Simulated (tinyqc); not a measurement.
CCSD on RHF in the 3-21g basis, for H2, spin multiplicity 1, step by step. One step of it, computed by the program tinyqc.

Task: Iteration 1: diagonalisation and new density. Diagonalise F' = X^T F X, C = X C', fill 1 alpha and 1 beta electrons from the bottom; D = 2 C_occ C_occ^T. Each column has its largest component positive (the first on a tie).

Fock matrix F (hartree), lower triangle:
```
           1H 1s      1H 2s      2H 1s      2H 2s
1H 1s   0.224762
1H 2s  -0.415045  -0.279720
2H 1s  -0.444803  -0.423361   0.224762
2H 2s  -0.423361  -0.343719  -0.415045  -0.279720
```

X, lower triangle:
```
           1H 1s      1H 2s      2H 1s     2H 2s
1H 1s   1.240576
1H 2s  -0.481968   1.661691
2H 1s  -0.043044   0.031927   1.240576
2H 2s   0.031927  -0.684251  -0.481968  1.661691
```

Give: F' = X^T F X; orbital energies; coefficients C; D after iteration 1.

Result:

F' = X^T F X (hartree), lower triangle:
```
        1       2       3      4
1   0.786
2  -0.625   0.303
3  -0.324  -0.133   0.786
4  -0.133  -0.206  -0.625  0.303
```

orbital energies (hartree): MO1 -0.500, MO2 0.233, MO3 1.060, MO4 1.385

coefficients C:
```
         MO1     MO2     MO3     MO4
1H 1s  0.274   0.127   0.862  -0.969
1H 2s  0.346   1.269  -0.678   1.129
2H 1s  0.274  -0.127   0.862   0.969
2H 2s  0.346  -1.269  -0.678  -1.129
```

D after iteration 1, lower triangle:
```
       1H 1s  1H 2s  2H 1s  2H 2s
1H 1s  0.150
1H 2s  0.190  0.239
2H 1s  0.150  0.190  0.150
2H 2s  0.190  0.239  0.190  0.239
```
